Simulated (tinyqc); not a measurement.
Hubbard chain of 4 sites, step by step. One step of it, computed by the program tinyqc.

Question. Mean-field iteration 1. H(up) = T + U n(down), H(down) = T + U n(up); fill the lowest levels; n(new) = n + mixing (n(out) - n); E = tr T (rho up + rho down) + U sum n_up n_down of the output.

one-body matrix (hopping and site energies) (eV), lower triangle:
```
           1          2          3         4
1   0.000000
2  -1.130000   0.000000
3   0.000000  -1.130000   0.000000
4   0.000000   0.000000  -1.130000  0.000000
```

U = 5.700000 eV

electrons, up and down: 2  2

mixing = 1

n(up) at the start (a guess, not normalised): 1 0.550000, 2 0.450000, 3 0.550000, 4 0.450000

n(down) at the start (a guess): 1 0.450000, 2 0.550000, 3 0.450000, 4 0.550000

Give: levels, up; levels, down; energy; n(up) after iteration 1; n(down) after iteration 1.

Answer.

levels, up (eV): 0.9995  2.0957  3.6043  4.7005

levels, down (eV): 0.9995  2.0957  3.6043  4.7005

energy = 0.3763 eV

n(up) after iteration 1: 1 0.6580, 2 0.3921, 3 0.6079, 4 0.3420

n(down) after iteration 1: 1 0.3420, 2 0.6079, 3 0.3921, 4 0.6580
